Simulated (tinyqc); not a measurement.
# Elastic trap-assisted tunnelling through a dielectric: effect of the thickness at fixed voltage

Emitter at x = 0 (Fermi level 0), collector at x = t (Fermi level -V), band edge U(x) = phi - F x, F = V/t. A trap at x has the energy E = U(x) - Et. With G(u) = (4/(3 F)) sqrt(mo/C) max(u, 0)^1.5, C = hbar^2/(2 m0): S1 = G(phi - E) - G(Et), S2 = G(Et) - G(phi - V - E), T1,2 = exp(-S1,2). The steady rate through one trap is nu T1 T2 (f1 - f2)/(T1 + T2), f1 = f(E), f2 = f(E + V), f(y) = 1/(1 + exp(y/Vt)); both contacts offer states at E.

J = q Nt times the integral of the rate over x. Direct S = (4/(3 F)) sqrt(mo/C) [phi^1.5 - max(phi - V, 0)^1.5].

Values chosen for this exercise; dielectric values close to those of silicon dioxide: temperature T = 350 K; barrier above the emitter Fermi level phi = 3.08 eV; tunnelling mass mo = 0.49 m0; trap depth below the band edge of the dielectric Et = 2.36 eV; trap density Nt = 6.8e18 cm^-3; attempt frequency nu = 1e14 1/s; voltage V = 3.16 V.

Constants: q = 1.602176634e-19 C, kB = 1.380649e-23 J/K, hbar = 1.054571817e-34 J s, m0 = 9.1093837015e-31 kg, Vt = kB T/q, hbar^2/(2 m0) = 0.0380998212 eV nm^2. Results are converted to the units shown.

Effect of the thickness at fixed voltage:
```
t (nm)  J (A/cm^2)  x of the peak over t  larger S there  direct S
3.2          0.313                 0.385            16.3      26.2
4          0.00596                 0.389            20.3      32.7
4.8        1.11e-4                 0.391            24.2      39.3
5.7        1.24e-6                 0.393            28.7      46.6
6.5        2.27e-8                 0.394            32.7      53.2
7.3       4.13e-10                 0.395            36.7      59.7
8.2       4.56e-12                 0.396            41.2      67.1
9         8.32e-14                 0.397            45.2      73.6
```

J falls from 0.313 to 8.32e-14 A/cm^2, on average 2.17 decades a nanometre, against 3.55 for the direct exponent: trap-assisted leakage falls more slowly, so it gains on direct tunnelling as the layer thickens.

Range of the model: Phonon-assisted (inelastic) capture, chains of traps and a spread of trap depths are left out.

Numbers from tinyqc (`OMP_NUM_THREADS=1 python tinyqc.py 2370016 2370017 out.jsonl`; about 0.03 s on one thread of a shared Intel Xeon 2.30GHz).
